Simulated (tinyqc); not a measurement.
Worked calculation: UHF in the 3-21g basis, for H2, spin multiplicity 1. One step of it, computed by the program tinyqc.

Task: Iteration 2: diagonalisation and new density. Diagonalise F' = X^T F X, C = X C', fill 1 alpha and 1 beta electrons from the bottom; D(s) = C_occ C_occ^T. Each column has its largest component positive (the first on a tie).

F(alpha) (hartree), lower triangle:
```
,1H 1s,1H 2s,2H 1s,2H 2s
1H 1s,0.076317
1H 2s,-0.516529,-0.368880
2H 1s,-0.441463,-0.407133,0.299036
2H 2s,-0.469342,-0.374064,-0.363098,-0.268327
```

F(beta) (hartree), lower triangle:
```
,1H 1s,1H 2s,2H 1s,2H 2s
1H 1s,0.299036
1H 2s,-0.363098,-0.268327
2H 1s,-0.441463,-0.469342,0.076317
2H 2s,-0.407133,-0.374064,-0.516529,-0.368880
```

X, lower triangle:
```
,1H 1s,1H 2s,2H 1s,2H 2s
1H 1s,1.242123
1H 2s,-0.481630,1.693045
2H 1s,-0.057636,0.035632,1.242123
2H 2s,0.035632,-0.720188,-0.481630,1.693045
```

Give: F' = X^T F X; orbital energies; coefficients C; F' = X^T F X; orbital energies; coefficients C; D(alpha) after iteration 2; D(beta) after iteration 2.

Result:

F' = X^T F X (alpha) (hartree), lower triangle:
```
,1,2,3,4
1,0.6642
2,-0.6697,0.2352
3,-0.3230,-0.1151,0.8494
4,-0.1392,-0.2197,-0.5798,0.3160
```

orbital energies (alpha) (hartree): MO1 -0.5446, MO2 0.2221, MO3 1.0176, MO4 1.3697

coefficients C (alpha):
```
,MO1,MO2,MO3,MO4
1H 1s,0.3154,-0.1192,0.9372,0.8874
1H 2s,0.4697,-1.2356,-0.8086,-1.1032
2H 1s,0.2166,0.1445,0.7627,-1.0630
2H 2s,0.2184,1.3560,-0.5302,1.2045
```

F' = X^T F X (beta) (hartree), lower triangle:
```
,1,2,3,4
1,0.8494
2,-0.5798,0.3160
3,-0.3230,-0.1392,0.6642
4,-0.1151,-0.2197,-0.6697,0.2352
```

orbital energies (beta) (hartree): MO1 -0.5446, MO2 0.2221, MO3 1.0176, MO4 1.3697

coefficients C (beta):
```
,MO1,MO2,MO3,MO4
1H 1s,0.2166,0.1445,0.7627,-1.0630
1H 2s,0.2184,1.3560,-0.5302,1.2045
2H 1s,0.3154,-0.1192,0.9372,0.8874
2H 2s,0.4697,-1.2356,-0.8086,-1.1032
```

D(alpha) after iteration 2, lower triangle:
```
,1H 1s,1H 2s,2H 1s,2H 2s
1H 1s,0.0995
1H 2s,0.1481,0.2207
2H 1s,0.0683,0.1018,0.0469
2H 2s,0.0689,0.1026,0.0473,0.0477
```

D(beta) after iteration 2, lower triangle:
```
,1H 1s,1H 2s,2H 1s,2H 2s
1H 1s,0.0469
1H 2s,0.0473,0.0477
2H 1s,0.0683,0.0689,0.0995
2H 2s,0.1018,0.1026,0.1481,0.2207
```
